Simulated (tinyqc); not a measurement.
What moves the results: thresholds of impact ionisation and Auger recombination from band masses. A value that a table varies takes the place of the one given here.

Parabolic bands, no phonon. At threshold the three slow carriers share one velocity. With M their total mass and m4 the mass of the fast carrier, the fast carrier has the kinetic energy E_T = G M/(M - m4) and the slow ones together E_a = G m4/(M - m4), the activation energy of the Auger rate. CCCH (fast electron): G = Eg, M = 2 me + mh, m4 = me. CHHS (hole into the split-off band): G = Eg - Dso, M = 2 mh + me, m4 = ms; this form holds for Eg > Dso (below, the process needs about Dso - Eg and is marked by a dash). CHHL (hole into the light band): G = Eg, M = 2 mh + me, m4 = ml. CHHH (fast heavy hole): G = Eg, M = 2 mh + me, m4 = mh.

Non-parabolic fast electron: E (1 + alpha E) = c k^2/me with alpha = (1 - me)^2/Eg; the slow carriers stay parabolic, so E_T = Eg + me E_T (1 + alpha E_T)/M, M = 2 me + mh (the root between Eg and 1.9 Eg).

Constants: kB = 8.617333262e-05 eV/K; hc = 1239.841984 eV nm.

Parameters, chosen for this exercise (near those of GaSb, gap at low temperature and not tied to T; the results hold for these values, not for the real material):

| symbol | value | unit | meaning |
|---|---|---|---|
| Eg | 0.807 | eV | gap at Gamma to the s-like level |
| Dso | 0.77 | eV | spin-orbit splitting |
| me | 0.0381 | m0 | electron mass at Gamma |
| mh | 0.37 | m0 | heavy-hole mass |
| ms | 0.122 | m0 | split-off mass |
| ml | 0.0438 | m0 | light-hole mass |
| T | 200 | K | temperature |

## The gap of an alloy series

Eg is varied with me and ml proportional to it; mh, ms and Dso are kept. E_a of three processes; wavelength hc/Eg.

Results:

| Eg (eV) | wavelength (micrometre) | me | CCCH (meV) | CCCH non-parabolic (meV) | CHHS (meV) | CHHL (meV) | log10 exp(-E_a/kT), non-parabolic |
|---|---|---|---|---|---|---|---|
| 0.242 | 5.12 | 0.0114 | 7.2 | 15.3 | - | 4.3 | -0.38 |
| 0.404 | 3.07 | 0.0191 | 19.8 | 43.2 | - | 12.0 | -1.09 |
| 0.605 | 2.05 | 0.0286 | 43.4 | 98.7 | - | 27.0 | -2.49 |
| 0.807 | 1.54 | 0.0381 | 75.3 | 179.5 | 6.9 | 48.1 | -4.52 |
| 1.009 | 1.23 | 0.0476 | 115.1 | 287.4 | 43.8 | 75.4 | -7.24 |
| 1.291 | 0.96 | 0.0610 | 182.6 | 488.5 | 93.6 | 123.8 | -12.31 |
| 1.614 | 0.77 | 0.0762 | 275.6 | 803.3 | 148.3 | 194.1 | -20.24 |

What can be read from the table?

E_a of CCCH goes nearly as Eg^2 (power 1.92 over the table), as both G and me grow; the non-parabolic value goes with the power 2.09, and its Boltzmann factor spans 19.9 decades; rows with E_a far above kT are formal, since phonon-assisted processes and side valleys rule there. CHHS is resonant at Eg = Dso = 0.77 eV, with no activation, and is the easiest process near there; it has the lowest E_a of the parabolic values for Eg = 0.807, 1.009, 1.291 and 1.614 eV.

## The mass ratio

mu = me/mh is varied; thresholds in units of Eg for ionisation started by an electron, (1 + 2 mu)/(1 + mu), and by a heavy hole, (2 + mu)/(1 + mu).

Results:

| mu | electron (Eg) | hole (Eg) | electron (eV) | hole (eV) |
|---|---|---|---|---|
| 0.084 | 1.0775 | 1.9225 | 0.870 | 1.551 |
| 0.103 | 1.0934 | 1.9066 | 0.882 | 1.539 |
| 0.150 | 1.1304 | 1.8696 | 0.912 | 1.509 |
| 0.260 | 1.2063 | 1.7937 | 0.974 | 1.447 |
| 1.000 | 1.5000 | 1.5000 | 1.210 | 1.210 |
| 1.200 | 1.5455 | 1.4545 | 1.247 | 1.174 |
| 2.500 | 1.7143 | 1.2857 | 1.383 | 1.038 |

How do the results move?

The two thresholds add up to 3 Eg in every row and are equal, 3/2 Eg, at mu = 1. The lighter carrier has the lower threshold; in the first row the two differ by 0.682 eV, which would favour one carrier in avalanche multiplication. Real ionisation rates depend on the whole band structure and can be nearly equal although the edge masses differ.

## What each parameter does

Activation energies. Each row changes one parameter from the base and keeps the others.

Results:

| case | CCCH (meV) | CCCH non-parabolic (meV) | CHHL (meV) |
|---|---|---|---|
| base | 75.34 | 179.51 | 48.14 |
| Eg = 0.8877 eV | 82.88 | 197.46 | 52.95 |
| Dso = 0.693 eV | 75.34 | 179.51 | 48.14 |
| me = 0.0419 m0 | 82.09 | 199.25 | 47.89 |
| mh = 0.407 m0 | 69.08 | 161.05 | 43.73 |
| ms = 0.1098 m0 | 75.34 | 179.51 | 48.14 |
| ml = 0.0394 m0 | 75.34 | 179.51 | 43.04 |

How do the results move?

The largest shifts from the base row, up to three for each result and ties (the steps differ in size, so this ranks the rows, not the parameters). CCCH (meV): Eg +7.53, me +6.75, mh -6.26; unchanged at the printed digits by Dso, ms and ml. CCCH non-parabolic (meV): me +19.74, mh -18.46, Eg +17.95; unchanged at the printed digits by Dso, ms and ml. CHHL (meV): ml -5.09, Eg +4.81, mh -4.41; unchanged at the printed digits by Dso and ms.

Computed by tinyqc, a small Python program: `OMP_NUM_THREADS=1 python tinyqc.py 1880045 1880046 out.jsonl` (the numbers bound the seed that draws the inputs); one thread of a shared host (Intel(R) Xeon(R) Processor @ 2.30GHz), about 0.01 s for the whole set of steps.
